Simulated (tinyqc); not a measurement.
Inside a calculation. Method: tight binding, dimerised chain. Computed by tinyqc, a small Python program that keeps every step. Settings: t1 = 1.66, t2 = 1.42, delta = 0, points = 6, cells = 4. Command: `OMP_NUM_THREADS=1 python tinyqc.py 21823 21824 out.jsonl` (the two numbers bound the seeds that draw the settings). One thread of a shared host (Intel(R) Xeon(R) Processor @ 2.60GHz), about 0.01 s of CPU time with the checks.

## Bloch Hamiltonian at k

Parameters chosen for this model:
```
parameter,value,unit
t1,1.660000,"eV, inside the cell"
t2,1.420000,"eV, between cells"
delta,0,"eV, +/- on the two sites"
```

k point k (2 pi / a): 0.07000

H_AA = +delta, H_BB = -delta, H_AB = -t1 - t2 exp(-i k a).

H(k) at k (eV):
```
,A,B
A,0.00000,-2.94485+0.60461i
B,-2.94485-0.60461i,0.00000
```

## Levels at k

Diagonalise the Hermitian matrix.

eigenvalues (eV): -3.00628  3.00628

weights |c|^2 of the basis functions:
```
,band 1,band 2
A,0.50000,0.50000
B,0.50000,0.50000
```

## Bloch Hamiltonian at X

k point X (2 pi / a): 0.50000

As before.

H(k) at X (eV):
```
,A,B
A,0.00000,-0.24000
B,-0.24000,0.00000
```

## Levels at X

As before.

eigenvalues (eV): -0.24000  0.24000

weights |c|^2 of the basis functions:
```
,band 1,band 2
A,0.50000,0.50000
B,0.50000,0.50000
```

## Bands along a path

The same steps at evenly spaced points between the labelled ones.

Bands along the path (eV):
```
k,band 1,band 2
G,-3.08000,3.08000
G-X 0.33,-2.67006,2.67006
G-X 0.67,-1.55396,1.55396
X,-0.24000,0.24000
```

With 1 band(s) filled, the highest filled level on these points lies at X and the lowest empty one at X: a gap of 0.4800 eV, direct.

## Berry (Zak) phase of the lower band

On 6 points k_j = j/N: phase = -Im ln of the product of <u_j|u_(j+1)>, closed with u_N = u_0 (the cell-periodic part is taken without the site positions). Single arguments depend on the phases chosen for the u_j; only their sum modulo 2 pi does not.

Overlaps:
```
j,|<u_j|u_j+1>|,argument (rad)
0,0.97150,-0.23932
1,0.97650,-0.21720
2,0.89759,0.45652
3,0.89759,0.45652
4,0.97650,-0.21720
5,0.97150,-0.23932
```

phase / pi, folded into (-1, 1] = 0.00000

## Open chain of 4 cells

H of the open chain (eV), lower triangle:
```
,1,2,3,4,5,6,7,8
1,0.00000
2,-1.66000,0.00000
3,0.00000,-1.42000,0.00000
4,0.00000,0.00000,-1.66000,0.00000
5,0.00000,0.00000,0.00000,-1.42000,0.00000
6,0.00000,0.00000,0.00000,0.00000,-1.66000,0.00000
7,0.00000,0.00000,0.00000,0.00000,0.00000,-1.42000,0.00000
8,0.00000,0.00000,0.00000,0.00000,0.00000,0.00000,-1.66000,0.00000
```

The same hoppings without the wrap-around bond.

levels (eV): -2.89867  -2.37844  -1.59172  -0.69195  0.69195  1.59172  2.37844  2.89867

weights of the highest filled level on the sites: 0.18635  0.03238  0.17386  0.10741  0.10741  0.17386  0.03238  0.18635

The bulk gap runs from -0.2400 to 0.2400 eV; no level of this chain lies inside it.
